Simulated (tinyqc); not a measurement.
# Metal gate on a two-layer dielectric stack with fixed charge and a dipole: effects of single changes

Gate, layer 2, layer 1, p-type semiconductor; x runs from the gate inwards. Charges are counted in units of +q. psi is the band bending at the surface, positive towards inversion. Classical charge, Boltzmann statistics, no interface traps.

Values chosen for this exercise; band and dielectric values close to those of 4H silicon carbide, layer 1 close to silicon dioxide, layer 2 close to hafnium oxide:
- T = 250 K (temperature)
- Eg = 3.23 eV (band gap)
- eps_r = 9.79 (relative permittivity)
- Nc = 1.31e19 cm^-3 (conduction-band density of states at T)
- Nv = 1.9e19 cm^-3 (valence-band density of states at T)
- chi = 3.6 eV (electron affinity)
- Na = 3.1e17 cm^-3 (acceptor density)
- pM = 4.36 eV (work function of the gate metal)
- t1 = 0.7 nm (thickness of layer 1, next to the semiconductor)
- e1 = 4.01 (relative permittivity of layer 1)
- t2 = 5.1 nm (thickness of layer 2, next to the gate)
- e2 = 21.5 (relative permittivity of layer 2)
- Q1 = 8e10 cm^-2 (fixed charge at the semiconductor interface)
- Q2 = 2.5e11 cm^-2 (fixed charge between the layers)
- r1 = 0 cm^-3 (uniform charge density in layer 1)
- r2 = 6.5e17 cm^-3 (uniform charge density in layer 2)
- Vd = -0.31 V (flat-band shift by a dipole layer between the layers)

Constants: q = 1.602176634e-19 C, kB = 1.380649e-23 J/K, Vt = kB T/q, eps0 = 8.8541878128e-14 F/cm where lengths are in cm. Results are converted to the units shown.

Each table varies one quantity; the others keep the values above.

## Threshold against doping

EOT = 3.9 (t1/e1 + t2/e2), Cox = eps0/(t1/e1 + t2/e2); phi_ms = pM - (chi + Eg - Vt ln(Nv/Na)). Vfb = phi_ms + Vd - (q/eps0) [Q1 (t1/e1 + t2/e2) + Q2 t2/e2 + r1 (t1^2/(2 e1) + t1 t2/e2) + r2 t2^2/(2 e2)]: each charge counts with its electrical distance from the gate. ni = sqrt(Nc Nv) exp(-Eg/(2 Vt)), Eg in volts, pB = Vt ln(Na/ni), Vth = Vfb + 2 pB + sqrt(4 q eps0 eps_r Na pB)/Cox.

Result of one run:
```
Na (cm^-3)  phi_ms (V)  2 pB (V)  Qd/Cox (V)  Vth (V)
5.3e17          -2.393     3.084      0.3133   0.6704
```

What becomes of these results when the acceptor density Na is changed from 5.3e17 to 1.5e17 cm^-3, all else the same?

Result of the changed run:
```
Na (cm^-3)  phi_ms (V)  2 pB (V)  Qd/Cox (V)  Vth (V)
1.5e17          -2.366     3.029      0.1652   0.4951
```

The whole series:
```
Na (cm^-3)  phi_ms (V)  2 pB (V)  Qd/Cox (V)  Vth (V)
1e15            -2.258     2.814     0.01300   0.2350
3.6e15          -2.285     2.869     0.02491   0.2745
1.3e16          -2.313     2.924     0.04779   0.3250
4.4e16          -2.339     2.977     0.08870   0.3922
1.5e17          -2.366     3.029      0.1652   0.4951
5.3e17          -2.393     3.084      0.3133   0.6704
1.8e18          -2.419     3.136      0.5824   0.9658
```

Vth rises from 0.235 to 0.966 V. Of the change, phi_ms + 2 pB gives 161 mV (Vt ln 10 a decade) and the depletion charge 569 mV, growing as Na^(0.51).

## Flat band against the thickness t1

Same model as above.

Flat band against the thickness t1:
```
t1 (nm)  EOT (nm)  Vfb (V)  Vth (V)
0.5         1.411   -2.714   0.5561
0.9         1.800   -2.716   0.6125
1.2         2.092   -2.717   0.6548
1.6         2.481   -2.718   0.7112
1.9         2.773   -2.719   0.7535
2.3         3.162   -2.721   0.8099
2.6         3.454   -2.722   0.8521
3           3.843   -2.723   0.9085
```

Vfb stays near -2.72 V and Vth rises from 0.556 to 0.909 V. The slope dVfb/dEOT is -3.71 mV/nm between the first two rows and -3.71 between the last two: a straight line, set by the charge below the growing layer, which reads as 8.00e10 cm^-2. A line through the end rows meets EOT = 0 at -2.71 V, against phi_ms + Vd = -2.69 V; an effective work function read from it is off by -328 mV from pM.

Program tinyqc, `OMP_NUM_THREADS=1 python tinyqc.py 2010149 2010150 out.jsonl`; Intel Xeon 2.30GHz, shared host, one thread, about 0.01 s.
